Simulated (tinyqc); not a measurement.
## Hole mobility in a silicon inversion layer, empirical terms and Matthiessen rule: effect of the temperature

Inversion layer of sheet density Ns on a uniformly doped body. The mobility terms are empirical power laws with prefactors chosen for the exercise; adding their inverses (Matthiessen) is itself an approximation.

Nc and Nv are given at 273 K and scale as (T/273 K)^1.5; Eg is fixed. ni = sqrt(Nc Nv) exp(-Eg/(2 Vt)), Eg in volts; Ndep = sqrt(2 eps0 eps_r Nb (2 Vt ln(Nb/ni) + Vsb)/q); E = q (Ndep + eta Ns)/(eps0 eps_r), in MV/cm. With t = T/(300 K): muC = Ac (Ns/1e12 cm^-2) t/(Nb/1e17 cm^-3 + Nit/1e11 cm^-2), muP = Ap E^(-1/3) t^(-1.75), muS = As E^(-gs); 1/mu is the sum of the inverses.

Parameters, values chosen for the exercise; material values close to those of silicon:
```
symbol    value        unit                                                         meaning
Eg         1.12          eV                                                        band gap
eps_r      11.5                                  relative permittivity of the semiconductor
Nc      2.44e19       cm^-3  conduction-band density of states at the reference temperature
Nv      2.29e19       cm^-3     valence-band density of states at the reference temperature
Nb       1.7e17       cm^-3                                                     body doping
Vsb         0.6           V                                               reverse body bias
eta      0.3333                       weight of the inversion charge in the effective field
Ap          127  cm^2/(V s)                    phonon-limited mobility at 1 MV/cm and 300 K
As          547  cm^2/(V s)                           roughness-limited mobility at 1 MV/cm
gs            1                                              exponent of the roughness term
Ac         1100  cm^2/(V s)                                               Coulomb prefactor
Nit      1.5e11       cm^-2                                         charge at the interface
Ns       2.7e12       cm^-2                                               inversion density
```

Constants: q = 1.602176634e-19 C, kB = 1.380649e-23 J/K, Vt = kB T/q, eps0 = 8.8541878128e-14 F/cm where lengths are in cm. Results are converted to the units shown.

Effect of the temperature:

| T (K) | E (MV/cm) | muC (cm^2/(V s)) | muP (cm^2/(V s)) | muS (cm^2/(V s)) | mu (cm^2/(V s)) |
|---|---|---|---|---|---|
| 120 | 0.4381 | 371.2 | 831.1 | 1249 | 212.9 |
| 160 | 0.4347 | 495.0 | 503.7 | 1258 | 208.3 |
| 200 | 0.4310 | 618.8 | 341.8 | 1269 | 187.6 |
| 250 | 0.4261 | 773.4 | 232.2 | 1284 | 156.8 |
| 300 | 0.4208 | 928.1 | 169.5 | 1300 | 129.1 |
| 350 | 0.4153 | 1083 | 130.0 | 1317 | 106.7 |
| 400 | 0.4094 | 1238 | 103.4 | 1336 | 89.05 |
| 450 | 0.4032 | 1392 | 84.55 | 1357 | 75.29 |

What does the comparison show?

As T goes from 120 to 450 K, E falls from 0.438 to 0.403 MV/cm and mu falls from 213 to 75.3 cm^2/(V s). The smallest term is the Coulomb one in the first row and the phonon one in the last. For T = 120 to 160 K dopant freeze-out and degenerate screening, left out here, matter.

Program tinyqc, `OMP_NUM_THREADS=1 python tinyqc.py 2510115 2510116 out.jsonl`; Intel Xeon 2.30GHz, shared host, one thread, about 0.01 s.
